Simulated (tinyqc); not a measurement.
Thin-film optics by transfer matrices: sweeps and comparisons. A value that a table varies takes the place of the one given here.

Indices N = n + i k. Snell: N0 sin(theta) = N_j sin(theta_j), with Im(N_j cos theta_j) >= 0. Admittance y_j = N_j cos theta_j for s and N_j/cos theta_j for p. Phase delta_j = 2 pi N_j cos theta_j d_j/lambda. Layer matrix [[cos delta, -i sin delta/y], [-i y sin delta, cos delta]], multiplied from the top down to M. (B, C) = M (1, y_sub); r = (y0 B - C)/(y0 B + C), R = |r|^2, T = 4 Re y0 Re y_sub/|y0 B + C|^2, absorbed in the films 1 - R - T.

Ellipsometry: rho = tan(Psi) exp(i Delta) = -conj(r_p/r_s) with the r of the admittance formula, Delta in 0 to 360 degrees, so that a bare dielectric at small angles gives Delta = 180.

Values chosen for the exercise (indices near those of SiO2 on Al; not measured data): lam = 633 nm (vacuum wavelength); n0 = 1 (ambient index); n = (1.459, 1.395) (n of SiO2, substrate); k = (0, 7.718) (k in the same order); d = (67.4) nm (thicknesses, top first); theta = 65 degrees (angle of incidence); pol = p (polarisation).

## Swing curve: thickness of the top film

The first entry of d takes the values listed.

Stack:
```
d_1 (nm)       R       T  absorbed
67.4      0.8653  0.1347    0.0000
113.5     0.8794  0.1206    0.0000
159.7     0.8699  0.1301    0.0000
205.8     0.8391  0.1609    0.0000
251.9     0.8129  0.1871    0.0000
298.1     0.8320  0.1680    0.0000
344.2     0.8653  0.1347    0.0000
390.3     0.8794  0.1206    0.0000
436.5     0.8699  0.1301    0.0000
482.6     0.8391  0.1609    0.0000
528.8     0.8129  0.1871    0.0000
574.9     0.8320  0.1680    0.0000
621.0     0.8653  0.1347    0.0000
```

R swings between 0.8129 and 0.8794 on these points. The period is lambda/(2 Re(N_1 cos theta_1)) = 276.8 nm, six rows. The film does not absorb, so the swing repeats exactly. The swing ratio (max - min)/mean is 0.08.

## Angle of incidence

Both polarisations.

Stack:
```
theta (degrees)     R_s     R_p    Psi   Delta
0                0.8538  0.8538  45.00  180.00
15               0.8568  0.8537  44.95  177.20
30               0.8664  0.8536  44.79  167.97
45               0.8841  0.8536  44.50  149.86
55               0.9014  0.8559  44.26  130.89
60               0.9119  0.8591  44.15  118.73
65               0.9238  0.8653  44.06  104.48
70               0.9369  0.8762  44.04   87.92
75               0.9513  0.8938  44.11   68.94
80               0.9667  0.9204  44.30   47.61
85               0.9831  0.9565  44.61   24.36
```

R_s and R_p agree at normal incidence (0.8538). R_p is lowest at 30 degrees of those listed (0.8536), where R_s = 0.8664: the two are within a factor 2 of each other, so the minimum selects polarisation poorly. R_s rises steadily with the angle.

## Sensitivity of the reflectance

R for both polarisations. Each row changes one parameter from the base and keeps the others.

Results:
```
case                   R_s     R_p     T_s
base                0.9238  0.8653  0.0762
d = (72.4) nm       0.9156  0.8680  0.0844
n = (1.488, 1.395)  0.9189  0.8651  0.0811
k = (0, 8.5)        0.9373  0.8855  0.0627
lam = 638 nm        0.9245  0.8650  0.0755
theta = 70 degrees  0.9369  0.8762  0.0631
```

The largest shifts from the base row, up to three for each result and ties (the steps differ in size, so this ranks the rows, not the parameters). R_s: k +0.0135, theta +0.0131, d -0.0082. R_p: k +0.0202, theta +0.0108, d +0.0027. T_s: k -0.0135, theta -0.0131, d +0.0082.

(tinyqc, `OMP_NUM_THREADS=1 python tinyqc.py 1650704 1650705 out.jsonl`, Intel(R) Xeon(R) Processor @ 2.30GHz, 1 thread, shared host, about 0.03 s.)
